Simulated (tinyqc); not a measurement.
Width of the well: finite square well with mass mismatch (envelope functions).

A square well of width L and depth V0, mass mw inside and mb outside, energies from the bottom of the well, c = hbar^2/2m0. k = sqrt(mw E/c), kappa = sqrt(mb (V0 - E)/c). psi and psi'/m are continuous at the walls (BenDaniel-Duke), so level n solves k L + 2 atan[(k/mw)/(kappa/mb)] = n pi.

Constants: hbar^2/2m0 = 3.80998211 eV angstrom^2.

Parameters, chosen for this exercise (near those of a strained Si well in SiGe; the results hold for these values, not for the real material): V0 = 0.188 eV (barrier height); mw = 0.938 m0 (mass in the well); mb = 0.945 m0 (mass in the barrier); Ls = (8, 12, 18, 27, 40, 61, 91) angstrom (widths).

Levels against L, beside the infinite well E1(hard) = c (pi/L)^2/mw; Pb is the probability of level 1 in the barriers; a dash marks an unbound level.

Levels:

| L (angstrom) | bound levels | E1 (eV) | E2 (eV) | E1(hard) (eV) | Pb |
|---|---|---|---|---|---|
| 8 | 1 | 0.1147 | - | 0.6264 | 0.397 |
| 12 | 1 | 0.0815 | - | 0.2784 | 0.220 |
| 18 | 2 | 0.0518 | 0.1729 | 0.1237 | 0.104 |
| 27 | 2 | 0.0299 | 0.1131 | 0.0550 | 0.044 |
| 40 | 3 | 0.0164 | 0.0643 | 0.0251 | 0.017 |
| 61 | 5 | 0.0081 | 0.0322 | 0.0108 | 0.006 |
| 91 | 7 | 0.0040 | 0.0159 | 0.0048 | 0.002 |

How do the results move, and what explains it?

The infinite well overestimates E1 by a factor 5.46 at 8 angstrom and 1.22 at 91 angstrom. The local exponent d ln E1/d ln L goes from -0.84 (first two rows) to -1.77 (last two), towards the -2 of hard walls, as Pb falls from 0.397 to 0.002. E2 - E1 is largest at 18 angstrom of the widths listed.

tinyqc: `OMP_NUM_THREADS=1 python tinyqc.py 1282376 1282377 out.jsonl`; about 0.01 s, one thread, shared Intel(R) Xeon(R) Processor @ 2.30GHz.
